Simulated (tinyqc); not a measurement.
Raising U: Hubbard chain of 3 sites, mean field against exact. Computed by the program tinyqc. Collinear unrestricted mean field (the lowest of 40 random starts) against exact diagonalisation.

one-body matrix (hopping and site energies) (eV):
```
,1,2,3
1,0.0000,-0.7200,0.0000
2,-0.7200,0.0000,-0.7200
3,0.0000,-0.7200,0.0000
```

electrons, up and down: 2  1

Exact and mean-field results (eV):
```
U,U/t,E exact,E mean field,mean |n_up - n_down|,"double occupancy, exact",first gap in the sector
0.360,0.500,-1.82214,-1.81376,0.367,0.188,0.968
0.720,1.000,-1.62975,-1.59724,0.413,0.168,0.910
1.440,2.000,-1.31046,-1.20000,0.556,0.129,0.783
2.160,3.000,-1.06945,-0.89482,0.729,0.096,0.665
2.880,4.000,-0.88997,-0.69459,0.837,0.072,0.566
4.320,6.000,-0.65285,-0.47295,0.926,0.042,0.425
5.760,8.000,-0.50955,-0.35710,0.958,0.026,0.335
14.400,20.000,-0.21388,-0.14382,0.993,4.85e-03,0.142
```

Estimate the missing row, U = 8.64.

Computed row:
```
U         U/t   E exact  E mean field  mean |n_up - n_down|  double occupancy, exact  first gap in the sector
8.640  12.000  -0.35046      -0.23916                 0.981                    0.013                    0.232
```

In absolute terms mean field is worst at U/t = 4.0, 0.195 eV too high: at small U it is nearly exact, and at large U it misses only exchange-scale energies. Relative to the exact energy its error is 0.5 % at the smallest U, 33 % at most and 33 % at the largest. The double occupancy falls from 0.188 to 0.005; at the largest U the first gap is 0.99 times the exchange scale 4t^2/U.
